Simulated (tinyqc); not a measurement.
Saddle-point parameters from gate and bias data.

Question. In a saddle-point contact at zero temperature mu - V0 = al (Vg - Vp), riser n is centred where this equals wy (n + 1/2), its largest slope is dg/dmu = pi/(2 wx) (neighbouring modes neglected), and in bias spectroscopy neighbouring risers meet at q V = wy. Find al, Vp and wx.

gate voltages at the middle of the first and second risers (V): -2.1168421  -2.0905263
largest dg/dVg on a riser = 208.91591 1/V
bias at which two neighbouring risers meet = 3.5 mV

Answer. The bias gives wy, the gate spacing then gives al = wy/(Vg2 - Vg1), and the slope gives wx = al pi/(2 dg/dVg).

lever arm al = 0.133 eV/V
Vp = -2.13 V
wx = 1.00 meV

Program tinyqc, `OMP_NUM_THREADS=1 python tinyqc.py 2740008 2740009 out.jsonl`; Intel Xeon 2.30GHz, shared host, one thread, about 0.03 s.
